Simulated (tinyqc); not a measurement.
Rapid thermal processing of a wafer: radiative balance, ramp and cooling, pattern effects, pyrometer error and spike budget: one step, computed by the program tinyqc. Command: `OMP_NUM_THREADS=1 python tinyqc.py 3112266 3112267 out.jsonl rtp walk`. One thread of a shared host (Intel(R) Xeon(R) Processor @ 2.30GHz), about 0.04 s of CPU time with the checks.

The wafer is opaque and uniform through its thickness unless said otherwise; temperatures in formulas are in kelvin (C + 273.15). sigma = 5.670374419e-12 W/(cm^2 K^4).

Question. Power to hold and to ramp. Effective emissivity between parallel grey plates: eps_eff = 1/(1/eps + 1/(1 - r) - 1). Loss per area q(T) = 2 eps_eff sigma (T^4 - T_w^4) + h (T - T_w). Absorbed power during a ramp = q(T) + C d x ramp rate; thermal time constant tau = C d/(dq/dT), dq/dT = 8 eps_eff sigma T^3 + h; natural cooling rate q/(C d); front-to-back difference under one-sided heating at the end of the ramp = (absorbed power) d/(2 k).

Inputs (values chosen for the exercise, modelled on a hot silicon wafer):
```
quantity,value,unit
wafer thickness d,625,micrometre
heat capacity per volume C,2.28,J/(cm^3 K)
thermal conductivity k,0.28,W/(cm K)
emissivity eps of each face,0.57,-
reflectivity of the chamber walls r,0.36,-
"gas heat-transfer coefficient h, both faces together",1.8,mW/(cm^2 K)
wall temperature T_w,500,K
process temperature,918,C
ramp rate,61,K/s
```

Give: eps_eff; holding power q; power at the end of the ramp; dq/dT; time constant tau; natural cooling rate; front-to-back difference.

Answer.

eps_eff = 0.4316

holding power q = 10.79 W/cm^2

power at the end of the ramp = 19.48 W/cm^2

dq/dT = 34.89 mW/(cm^2 K)

time constant tau = 4.084 s

natural cooling rate = 75.73 K/s

front-to-back difference = 2.175 K

Radiation carries 88 % of the loss. The ramp needs 1.8 times the holding power.
